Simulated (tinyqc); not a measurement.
Donor in an ellipsoidal valley (Kohn-Luttinger variational method): one step, computed by the program tinyqc. Command: `OMP_NUM_THREADS=1 python tinyqc.py 3018016 3018017 out.jsonl kohnlutt walk`. One thread of a shared host (Intel(R) Xeon(R) Processor @ 2.30GHz), about 0.03 s of CPU time with the checks.

H = -(d^2/dx^2 + d^2/dy^2) - gamma d^2/dz^2 - 2/r in units built on m_t, with gamma = m_t/m_l and z along the valley axis. One valley; no valley-orbit or central-cell term.

Problem. Energy at a trial ratio. Trial function exp(-sqrt((x^2 + y^2)/a^2 + z^2/b^2)) with beta = b/a < 1: E = t/a^2 - u/a, t = (2 + gamma/beta^2)/3, u = 2 arcsin(sqrt(1 - beta^2))/sqrt(1 - beta^2); the best a is 2 t/u and E(beta) = -u^2/(4 t).

Inputs (values chosen for the exercise, for a model semiconductor): trial ratio b/a = 0.72.

gamma = 0.05132075

Give: t; u; best a; E(beta).

Solution.

t = 0.69967

u = 2.2104

best a = 0.63306 a*

E(beta) = -1.7458 Ry*
